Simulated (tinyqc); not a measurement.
Inside a calculation. Model: resistance of a tapered via with liner, size effect and interface.

Program tinyqc, `OMP_NUM_THREADS=1 python tinyqc.py 2750083 2750084 out.jsonl`; Intel Xeon 2.30GHz, shared host, one thread, about 0.01 s. Printed values are rounded.

A round via whose diameter grows from db at the bottom as D(z) = db + 2 z/tan(ang). The fill, of diameter D - 2 tl, starts above the bottom liner (thickness fb tl) and has rho = rho0 (1 + ks lam/(D - 2 tl)); the sidewall liner conducts in parallel with it. The bottom liner and the interface are crossed over the full area pi db^2/4. Spreading in the lines above and below is left out.

Parameters, values chosen for the exercise; fill metal close to ruthenium: diameter at the bottom db = 24 nm; height hv = 92 nm; sidewall angle ang = 87 degrees; bulk resistivity of the fill rho0 = 7.87 uohm cm; mean free path of the fill lam = 6.52 nm; size-effect factor ks = 0.7; liner on the sidewall tl = 0.2 nm; liner at the bottom over that on the sidewall fb = 1; resistivity of the liner rl = 230 uohm cm; interface resistivity at the bottom ri = 5.3e-12 ohm cm^2; ballistic conductance per area, about 3/(4 rho0 lam) Sb = 1.5e15 S/m^2.

## Slices of the via

Slices between z0 = fb tl and hv, evaluated at their midpoints: conductance per length pi/4 [(D - 2 tl)^2/rho + (D^2 - (D - 2 tl)^2)/rl], slice resistance = slice height over that. 7 slices.

```
slice   z (nm)   D (nm)  rho (uohm cm)  slice resistance (ohm)
0      6.75714  24.7083        9.34763                 2.63793
1      19.8714  26.0828        9.26855                 2.34332
2      32.9857  27.4574        9.19750                 2.09525
3         46.1  28.8320        9.13332                 1.88443
4      59.2143  30.2066        9.07506                 1.70379
5      72.3286  31.5812        9.02194                 1.54786
6      85.4429  32.9557        8.97330                 1.41232
```

## Total resistance

R_fill = sum of the slices; R_bottom = rl fb tl/(pi db^2/4); R_interface = ri/(pi db^2/4); ballistic (Sharvin) limit 1/(Sb pi (db - 2 tl)^2/4); ideal cylinder rho0 hv/(pi db^2/4).

parts (ohm): fill 13.6249, bottom liner 1.01682, interface 1.17156
R = 15.8133 ohm
shares (%): fill 86.1611, bottom liner 6.4302, interface 7.4087
ballistic limit = 1.52403 ohm
ideal cylinder = 16.0048 ohm

The fill is the largest part, and R is 0.988 times the ideal cylinder. With 2000 slices R = 15.823 ohm.
